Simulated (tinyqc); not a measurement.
From results back to parameters: Bethe-Salpeter matrix of a two-band chain (Tamm-Dancoff form). Four cases, with inputs chosen for the exercise.

Problem. Free pairs form the band Eg + 2t (1 - cos k). An infinite chain with attraction U in the same cell only has a bound pair with binding Eb = S - 2t and weight f = U/S at R = 0, where S = sqrt(4 t^2 + U^2). Both were computed from hidden U and t.

Case 1.

Eb = 0.070751 eV
f = 0.300506

Case 2.

Eb = 0.584001 eV
f = 0.799180

Case 3.

Eb = 0.269677 eV
f = 0.441119

Case 4.

Eb = 0.602068 eV
f = 0.671815

Find: S; U; t.

Solution. 2t = S sqrt(1 - f^2), so S = Eb/(1 - sqrt(1 - f^2)) and U = f S.

Case 1.

S = 1.531 eV
U = 0.46 eV
t = 0.73 eV

Case 2.

S = 1.464 eV
U = 1.17 eV
t = 0.44 eV

Case 3.

S = 2.630 eV
U = 1.16 eV
t = 1.18 eV

Case 4.

S = 2.322 eV
U = 1.56 eV
t = 0.86 eV

Computed by tinyqc, one run a case: `OMP_NUM_THREADS=1 python tinyqc.py N N+1 out.jsonl` with N = 1251729, 1251849, 1251930, 1251993; one thread of a shared Intel(R) Xeon(R) Processor @ 2.30GHz, about 0.2 s a run at most.
